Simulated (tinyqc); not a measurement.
Chemical shift by three methods: effective-mass impurity with a central-cell term, in a basis of Slater functions. Computed by tinyqc, a small Python program. Command: `OMP_NUM_THREADS=1 python tinyqc.py 3012468 3012469 out.jsonl centralcell walk`. One thread of a shared host (Intel(R) Xeon(R) Processor @ 2.30GHz), about 0.01 s of CPU time with the checks.

The envelope obeys H = -nabla^2 - (2/r) [Z + A exp(-kappa r)] in effective units, with kappa = a*/lambda; positive A deepens the well near the core.

Inputs (values chosen for the exercise, with mass and screening modelled on GaAs):

| quantity | value | unit |
|---|---|---|
| effective mass m | 0.0648 | m_0 |
| dielectric constant eps | 13.2 | - |
| charge Z of the core | 1 | - |
| central-cell strength A | 30 | - |
| central-cell range lambda | 1.8 | angstrom |

Impurity: donor, one isotropic band.

Constants: Ry = 13.605693123 eV; a_0 = 0.529177210903 angstrom.

Method:
- Units: Ry* = Ry m/eps^2 and a* = a_0 eps/m, with m in m_0.
- kappa = a*/lambda; the hydrogenic ground state is bound by Z^2 Ry*.
- For s functions exp(-zeta r), with s = zeta_i + zeta_j: S = 2/s^3, T = zeta_i zeta_j S, V = -2 Z/s^2, W = -2 A/(s + kappa)^2; each function is normalised by dividing by sqrt(S_ii S_jj).
- Large basis: zeta_i = 0.06 x 1.6^(i-1), i = 1..22, same formulas; for p functions r exp(-zeta r): S = 24/s^5, T = zeta_i zeta_j S (centrifugal term included), V = -12 Z/s^4, W = -12 A/(s + kappa)^4; overlap eigenvalues below 1e-11 are dropped.
- First order: shift = 8 A Z^3/(2 Z + kappa)^2 Ry*. One exponent: minimise zeta^2 - 2 Z zeta - 8 A zeta^3/(2 zeta + kappa)^2 by golden section on 0.2 to 6 Z. All shifts are the binding beyond Z^2 Ry*.

kappa = 59.8863 1/a*

Ry* = 5.05997 meV

hydrogenic binding energy = 5.05997 meV

Shift of the 1s binding energy (meV):

| A | first order | one exponent | large basis |
|---|---|---|---|
| -30.0 | -0.31708 | -0.28056 | -0.1991 |
| -15.0 | -0.15854 | -0.14870 | -0.1216 |
| 3.0 | 0.03171 | 0.03214 | 0.0338 |
| 7.5 | 0.07927 | 0.08207 | 0.0942 |
| 15.0 | 0.15854 | 0.17029 | 0.2338 |
| 30.0 | 0.31708 | 0.36939 | 0.9453 |
| 37.5 | 0.39635 | 0.48315 | 2.4487 |

What does the comparison show, and why?

The three columns are ordered, first order <= one exponent <= large basis, since each is a variational bound with more freedom. At the largest attractive A first order gives 16 % and one exponent 20 % of the shift; at the most repulsive A the true shift is -0.199 meV against -0.317. Attraction pulls the envelope in and feeds itself, repulsion pushes it out and saturates.

Extremes, crossings and ranges named in words are read from the listed rows.
